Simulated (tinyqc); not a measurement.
## Floating body of a partially depleted SOI transistor: body voltage and kink: transfer curve and swing

Source at 0 V. Channel current Ic = 2 nf K Vt^2 [F(0) - F(Vd)](1 + la Vd), F(V) = ln^2(1 + exp((Vg - VT - nf V)/(2 nf Vt))), VT = VT0 - gb Vb. Saturation voltage Vs = 2 Vt sqrt(F(0)) + 3 Vt, excess Ve = (Vd - Vs + sqrt((Vd - Vs)^2 + 0.0004 V^2))/2, multiplication M1 = Ai Ve exp(-Bl/Ve). Each junction passes D(v) = J1 (exp(v/Vt) - 1) + J2 (exp(v/(2 Vt)) - 1). Bipolar current Ib = bb J1 (exp(Vb/Vt) - 1). The body settles where M1 (Ic + Ib) = D(Vb) + D(Vb - Vd) + Vb/Rb; drain current Id = (1 + M1)(Ic + Ib) - D(Vb - Vd).

Rows with more than one solution for Vb (latch) are left out; dId/dVd by a forward difference over 1e-4 V, swing = 1e-4 V over the change of log10 Id; M1 under 1e-12 is printed as 0.

Parameters, values chosen for the exercise; values of the order met in partially depleted silicon-on-insulator transistors: temperature T = 398 K; threshold at zero body voltage VT0 = 0.41 V; fall of the threshold per volt of body voltage gb = 0.25; slope factor nf = 1.18; gain factor per width K = 220 uA/(V^2 um); channel-length modulation factor la = 0.1 1/V; impact-ionisation prefactor Ai = 3.28 1/V; impact-ionisation voltage Bl = 5.7 V; diffusion saturation current of each junction J1 = 1.5e-8 uA/um; recombination saturation current of each junction J2 = 4.3e-7 uA/um; gain of the lateral bipolar transistor on the diffusion current bb = 0; resistance of a weak body tie to the source (1e9 stands for no tie, and the term is then dropped) Rb = 1000 kohm um; drain voltage Vd = 2.2 V.

Constants: q = 1.602176634e-19 C, kB = 1.380649e-23 J/K, Vt = kB T/q. Results are converted to the units shown.

Results:

| Vg (V) | Vb (V) | M1 | Id, floating (uA/um) | Id, grounded (uA/um) | ratio | swing, floating (mV/decade) | swing, grounded (mV/decade) |
|---|---|---|---|---|---|---|---|
| -0.04 | 5.439e-6 | 0.4538 | 1.644e-5 | 1.644e-5 | 1.000 | 95.96 | 95.97 |
| 0.06 | 5.894e-5 | 0.4533 | 1.880e-4 | 1.879e-4 | 1.000 | 94.01 | 94.05 |
| 0.16 | 6.711e-4 | 0.4516 | 0.002156 | 0.002147 | 1.004 | 95.00 | 95.38 |
| 0.36 | 0.09262 | 0.4247 | 0.3107 | 0.1982 | 1.567 | 69.80 | 115.7 |
| 0.46 | 0.6181 | 0.3225 | 6.681 | 1.146 | 5.828 | 248.1 | 153.4 |
| 0.56 | 0.6470 | 0.2674 | 14.16 | 4.021 | 3.521 | 374.7 | 223.4 |
| 0.66 | 0.6620 | 0.2181 | 23.97 | 9.500 | 2.523 | 507.8 | 322.4 |
| 0.76 | 0.6706 | 0.1749 | 35.82 | 17.50 | 2.047 | 644.2 | 439.7 |

Estimate the missing row, Vg = 0.26 V.

Computed row:

| Vg (V) | Vb (V) | M1 | Id, floating (uA/um) | Id, grounded (uA/um) | ratio | swing, floating (mV/decade) | swing, grounded (mV/decade) |
|---|---|---|---|---|---|---|---|
| 0.26 | 0.007347 | 0.4459 | 0.02382 | 0.02284 | 1.043 | 96.37 | 100.4 |

With this row back in the table: Vb rises from 5.44e-6 to 0.671 V. The smallest swing among the rows is 69.8 mV a decade with a floating body (at Vg = 0.36 V) and 94.0 with a grounded one; Vt ln 10 = 79.0. The floating swing is smaller by more than 3 % for Vg = 0.26, 0.36 V, where the rising Vb lowers the threshold as Vg rises. In the first row the floating body raises the current by a factor of 1.00.

Range of the model: The multiplication law is an empirical form chosen for the exercise; self-heating and capacitive coupling to the body are left out, and the linear laws are rough once Vb passes about 0.7 V or M1 about 0.1.

Numbers from tinyqc (`OMP_NUM_THREADS=1 python tinyqc.py 2182066 2182067 out.jsonl`; about 0.2 s on one thread of a shared Intel Xeon 2.30GHz).
